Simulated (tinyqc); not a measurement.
## p-i-n power rectifier, conductivity modulation at high injection: forward voltage and stored charge against the temperature

A drift layer from x = -d to d (2 d = W) between ideal p+ and n+ emitters (no recombination in them). High injection, n = p, ambipolar diffusion with one lifetime; both mobilities scale as (T/300 K)^(-bt).

Nc and Nv are given at 400 K and scale as (T/400 K)^1.5; tau is held fixed. Triangular field at breakdown with Ec = Kc N^(1/8): BV = eps0 eps_r Ec^2/(2 q N), so N = (eps0 eps_r Kc^2/(2 q BV))^(4/3); W = 2 BV/Ec; mu = mud (T/300 K)^(-bt); rho = 1/(q mu N); ideal resistance rho W. Da = 2 mun mup Vt/(mun + mup), La = sqrt(Da tau), B = (mun - mup)/(mun + mup) with mun = mud (T/300 K)^(-bt), mup likewise; n(x) = (tau J/(2 q La)) [cosh(x/La)/sinh(d/La) - B sinh(x/La)/cosh(d/La)]. Ohmic drop: integral of J/(q (mun + mup) n); diffusion (Dember) drop Vt B ln(n(-d)/n(d)); both junctions together Vt ln(n(-d) n(d)/ni^2), ni = sqrt(Nc Nv) exp(-Eg/(2 Vt)), Eg in volts; V_F = the sum; stored charge q times the integral of n. Integrals on a fine grid. Peak reverse current if all stored charge left in a linear ramp without recombination (an upper bound): sqrt(2 a Q). Rows where n falls below the doping are left out.

Values chosen for this exercise; bulk values close to those of 4H silicon carbide:
```
symbol,value,unit,meaning
eps_r,9.72,,relative permittivity
Kc,23100,V/cm per (cm^-3)^(1/8),critical-field constant
BV,13000,V,rated breakdown voltage of the drift layer
mud,804,cm^2/(V s),drift mobility at 300 K
bt,2.5,,temperature exponent of the drift mobility
mup,110,cm^2/(V s),hole mobility at 300 K
Eg,3.36,eV,band gap
Nc,2.62e19,cm^-3,conduction-band density of states at the reference temperature
Nv,3.85e19,cm^-3,valence-band density of states at the reference temperature
J,50,A/cm^2,forward current density
a,82,A/(cm^2 us),ramp rate of the current at turn-off
tau,1e-5,s,high-level lifetime
```

Constants: q = 1.602176634e-19 C, kB = 1.380649e-23 J/K, Vt = kB T/q, eps0 = 8.8541878128e-14 F/cm where lengths are in cm. Results are converted to the units shown.

The same in every row: sqrt(2 a Q) (A/cm^2) = 286.4.

Results:
```
T (K)   d/La  drift drop, ohmic and diffusion (V)  junction drops (V)  V_F (V)  Q (uC/cm^2)  lowest n over N  J rho W (V)
250    1.002                              0.03570               3.177    3.213        500.0            251.8        7.566
330    1.234                              0.06947               3.098    3.167        500.0            218.9        15.15
370    1.345                              0.09189               3.056    3.148        500.0            204.5        20.16
410    1.452                               0.1186               3.014    3.133        500.0            191.4        26.06
450    1.557                               0.1499               2.971    3.121        500.0            179.4        32.89
490    1.660                               0.1865               2.928    3.114        500.0            168.4        40.69
```

Estimate the missing row, T = 290 K.

Computed row:
```
T (K)   d/La  drift drop, ohmic and diffusion (V)  junction drops (V)  V_F (V)  Q (uC/cm^2)  lowest n over N  J rho W (V)
290    1.120                              0.05087               3.138    3.189        500.0            234.7        10.97
```

With this row back in the table: V_F falls from 3.21 to 3.11 V; the drift drop rises from 0.0357 to 0.187 V and the junction drops fall from 3.18 to 2.93 V.

tinyqc, about 0.01 s, one thread, Intel Xeon 2.30GHz (shared host): `OMP_NUM_THREADS=1 python tinyqc.py 2230018 2230019 out.jsonl`
